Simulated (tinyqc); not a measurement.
Electroplating on a thin resistive seed layer: kinetics, Wagner number and the terminal effect across a wafer: one step, computed by the program tinyqc.

Current enters the seed at the rim. The bath is treated as a local resistance per area (no lateral flow in the liquid), two electrons per ion, molar volume 7.11 cm^3/mol, Faraday constant F = e N_A, kinematic viscosity 0.01 cm^2/s, omega = 2 pi x rpm/60; k_B T/e is in volts.

Problem. Rate, limit and resistances. Growth rate = i V_m/(2 F). Levich limit i_L = 0.62 x 2 F D^(2/3) omega^(1/2) nu^(-1/6) c. Tafel overpotential eta = (k_B T/(alpha e)) ln(i/i_0); kinetic resistance k_B T/(alpha e i); bath resistance h/kappa + plate; R_s = resistivity/t; Wagner number = kinetic resistance x kappa/R.

Inputs (values chosen for the exercise, of the order of those for copper plating on a thin cobalt or ruthenium seed):
```
quantity                               value         unit
wafer radius R                            10           cm
seed thickness t                          22           nm
seed resistivity                           4  microohm cm
bath conductivity kappa                0.032         S/cm
gap to the anode h                       8.6           cm
extra resistance of a porous plate        78     ohm cm^2
exchange current density i_0            0.04      mA/cm^2
cathodic transfer coefficient alpha     0.63            -
mean current density                     2.2      mA/cm^2
diffusivity of the metal ion         6.9e-06       cm^2/s
metal ion concentration                 0.31        mol/L
rotation rate                             60          rpm
temperature T                            298            K
```

Constants: e = 1.602176634e-19 C; N_A = 6.02214076e+23 1/mol; k_B = 8.617333262e-05 eV/K.

Give: growth rate; limiting current i_L; overpotential; kinetic resistance; bath resistance R_b; sheet resistance R_s; Wagner number.

Solution.

growth rate = 48.64 nm/min

limiting current i_L = 72.59 mA/cm^2

overpotential = 163.3 mV

kinetic resistance = 18.53 ohm cm^2

bath resistance R_b = 346.75 ohm cm^2

sheet resistance R_s = 1.818 ohm/square

Wagner number = 0.05929
